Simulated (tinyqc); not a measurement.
# One-dimensional ballistic tunnel FET, two-band WKB: effects of single changes

A p-type source for x < 0 with its Fermi level at 0 and its valence edge at ds; in the channel the bands fall as D exp(-x/lam) towards their flat values, with the conduction edge at Ec = ds - dP and D = dP + Eg. The gate moves dP one to one. The drain Fermi level lies at -Vd and the drain side reflects nothing. For w = E - Ec between 0 and dP an electron crosses the gap. Two-band dispersion with equal masses m: inside the gap kappa = sqrt(m u (1 - u/Eg)/C), u the distance from a band edge, C = hbar^2/(2 m0).

Parameters, values chosen for the exercise; band and dielectric values close to those of In0.53Ga0.47As:
```
symbol  value  unit                                           meaning
T         200     K                                       temperature
Eg      0.738    eV                                          band gap
m       0.048    m0              band-edge mass of the two-band model
lam       3.2    nm           screening length of the source junction
ds       0.04    eV  source valence edge above the source Fermi level
Vd        0.5     V                                        drain bias
g           2              number of degenerate subbands (spin apart)
dP        0.2    eV        tunnelling window Ev(source) - Ec(channel)
```

Constants: q = 1.602176634e-19 C, kB = 1.380649e-23 J/K, hbar = 1.054571817e-34 J s, h = 6.62607015e-34 J s, m0 = 9.1093837015e-31 kg, Vt = kB T/q, hbar^2/(2 m0) = 0.0380998212 eV nm^2. Results are converted to the units shown.

Each table varies one quantity; the others keep the values above.

## Output curve

S(w) = 2 lam int_0^Eg kappa(u) du/(w + Eg - u) = 2 pi lam sqrt(m/(C Eg)) [w + Eg/2 - sqrt(w (w + Eg))], T(w) = exp(-S). I = g (2 q^2/h) int_0^dP T(w) [f(E) - f(E + Vd)] dw, E = ds - dP + w, f(x) = 1/(1 + exp(x/Vt)). Swing = d(dP)/d(log10 I).

Output curve:
```
Vd (V),I (uA)
0.02,0.05004
0.09,0.1604
0.16,0.1894
0.24,0.1915
0.31,0.1915
0.38,0.1915
0.45,0.1915
0.53,0.1915
0.6,0.1915
```

What does the comparison show?

I rises from 0.0500 to 0.192 uA; it reaches 95 % of the last value at Vd = 0.16 V among the rows. The drain Fermi level passes the channel conduction edge at Vd = dP - ds = 0.160 V, after which the back flow dies out. The window dP is held fixed.

## Transfer curve and swing

Same model as above.

Result of one run:
```
dP (eV),T(w = dP),I (uA),swing (mV/decade)
0.14,0.01559,0.06112,99.35
```

What becomes of these results when the tunnelling window Ev(source) - Ec(channel) dP is changed from 0.14 to 0.31 eV, all else the same?

Result of the changed run:
```
dP (eV),T(w = dP),I (uA),swing (mV/decade)
0.31,0.05705,0.7355,239.5
```

The whole series:
```
dP (eV),T(w = dP),I (uA),swing (mV/decade)
0.0094,4.357e-4,4.098e-5,11.58
0.014,6.324e-4,8.981e-5,15.51
0.021,9.792e-4,2.195e-4,20.68
0.03,0.001512,5.300e-4,26.46
0.045,0.002620,0.001633,35.26
0.066,0.004626,0.005293,47.77
0.097,0.008519,0.01843,68.21
0.14,0.01559,0.06112,99.35
0.21,0.03053,0.2233,154.2
0.31,0.05705,0.7355,239.5
```

I rises from 4.10e-5 to 0.736 uA and the swing rises from 11.6 to 240 mV/decade. The thermionic limit is Vt ln 10 = 39.7 mV/decade; the swing stays under it up to dP = 0.045 eV among the rows, where I is 0.00163 uA, 0.22 % of the last row. Leakage below the onset is not in the model.

tinyqc, about 0.01 s, one thread, Intel Xeon 2.30GHz (shared host): `OMP_NUM_THREADS=1 python tinyqc.py 2620003 2620004 out.jsonl`
